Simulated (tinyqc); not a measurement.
Force balance against energy balance: elastic strain and critical thickness of a cubic alloy layer A(1-x)B(x) on a thick substrate. Computed by tinyqc, a small Python program. Command: `OMP_NUM_THREADS=1 python tinyqc.py 3004785 3004786 out.jsonl misfit walk`. One thread of a shared host (Intel(R) Xeon(R) Processor @ 2.30GHz), about 0.01 s of CPU time with the checks.

Strain is positive in tension. The layer is coherent with the substrate unless said otherwise.

Inputs (values chosen for the exercise, modelled on GaAs(1-x)Sb(x) on GaAs): fraction x of B = 0.2; lattice constant a_A = 5.653 angstrom; lattice constant a_B = 6.096 angstrom; substrate lattice constant a_S = 5.653 angstrom.

Growth plane: (001). Layer: uncapped. Misfit dislocation: 60-degree.

C11, C12, C44 of A (GPa): [120.6, 53.83, 59.81]

C11, C12, C44 of B (GPa): [87.47, 40.73, 43.68]

Method:
- a = (1 - x) a_A + x a_B, the same rule for each C_ij; misfit f = (a_S - a)/a, the in-plane strain of the coherent layer.
- Voigt averages: G = (C11 - C12 + 3 C44)/5, B = (C11 + 2 C12)/3, nu = (3 B - 2 G)/(2 (3 B + G)); b = a/sqrt(2). The 60-degree dislocation has cos alpha = 1/2, and cos lambda = 1/2 on (001).
- Matthews-Blakeslee: h_c = A [ln(h_c/b) + 1], A = b (1 - nu cos^2 alpha)/(8 pi |f| (1 + nu) cos lambda), the factor 8 pi being that of an uncapped layer.
- People-Bean: h_c = P ln(h_c/b), P = (1 - nu)/(1 + nu) b^2/(16 pi sqrt(2) a f^2). The misfit is scaled by 0.25, 0.4, 0.6, 1, 1.5, 2.2 at fixed a, b and nu; the upper root is taken, and rows with A < 1.3 b or P < 3 b, where the roots shrink to the core size or vanish, are left out.

misfit f = -0.0154312

prefactor A = 1.59625 nm

Poisson ratio nu = 0.234669

Burgers vector b = 0.405992 nm

free lattice constant a = 5.7416 angstrom

Critical thickness:
```
|f| (%)  Matthews-Blakeslee (nm)  People-Bean (nm)   ratio
0.3858                    34.806            1366.0  39.246
0.6172                    19.427             462.4  23.804
0.9259                    11.573             177.6  15.344
1.5431                     5.857              50.8   8.667
2.3147                     3.291              17.6   5.353
3.3949                     1.810               5.8   3.183
```

What follows from these numbers?

The exponents d ln h_c/d ln f are -1.24 and -2.30 between the first rows, steeper than the -1 and -2 of the prefactors because of the logarithm. The ratio falls from 39.2 to 3.18 as the misfit grows. Where People-Bean lies above, a layer between the lines is metastable: dislocations would lower the energy but have to be nucleated. Above about 2 % misfit islands may come first.
